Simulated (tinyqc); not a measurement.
What each parameter does: Tamm state at the end of a one-band chain.

A half-infinite chain with site energy 0 and hopping -t, band E = -2t cos(ka); the end site has energy D. The surface Green function of the unperturbed half chain is g = (E -/+ sqrt(E^2 - 4t^2))/(2t^2), the root with |t g| <= 1 and Im g <= 0, and with the shift G = g/(1 - D g).

Parameters, chosen for this exercise: t = 1.52 eV (hopping); D = 3.61 eV (shift of the end site); a = 3.2 angstrom (spacing); E = 0.76 eV (energy in the band).

E = D + t^2/D, weight 1 - (t/D)^2, decay length -a/ln|t/D|, surface density -Im G/pi at E.

Results for these values:
```
case,bound level (eV),weight,decay (angstrom),density (1/eV)
base,4.2500,0.8227,3.699,0.0372
```

What happens to each result for E = 0.38 eV, all else kept?

Answer: bound level does not change at the printed digits; weight does not change at the printed digits; decay does not change at the printed digits; density falls from 0.0372 to 0.0344.

The same for each parameter in turn:
```
case,bound level (eV),weight,decay (angstrom),density (1/eV)
base,4.2500,0.8227,3.699,0.0372
t = 1.596 eV,4.3156,0.8045,3.921,0.0384
D = 4.332 eV,4.8653,0.8769,3.055,0.0263
a = 3.52 angstrom,4.2500,0.8227,4.069,0.0372
E = 0.38 eV,4.2500,0.8227,3.699,0.0344
```

tinyqc: `OMP_NUM_THREADS=1 python tinyqc.py 1451797 1451798 out.jsonl`; about 0.01 s, one thread, shared Intel(R) Xeon(R) Processor @ 2.30GHz.
